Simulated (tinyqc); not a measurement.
# Contact resistivity and sheet resistance from two contact lengths

Problem. Rc = [sqrt(rc Rsh)/Wc] coth(Lc/(2 LT)), LT = sqrt(rc/Rsh), Wc = 40 nm; the second contact is twice as long as the first. Find LT, rc and Rsh.

Rc for Lc = 38 and 76 nm (ohm): 199.267633  120.857367

Answer. With t = tanh(Lc/(2 LT)) for the shorter contact, the resistance of the longer over that of the shorter is (1 + t^2)/2. Then sqrt(rc Rsh) = Rc t Wc, and rc and Rsh follow by multiplying and dividing by LT.

LT = 38.06 nm
rc = 1.400e-9 ohm cm^2
Rsh = 96.67 ohm

Computed by the program tinyqc: `OMP_NUM_THREADS=1 python tinyqc.py 2170056 2170057 out.jsonl`, one thread of a shared Intel Xeon 2.30GHz, about 0.1 s for the whole run.
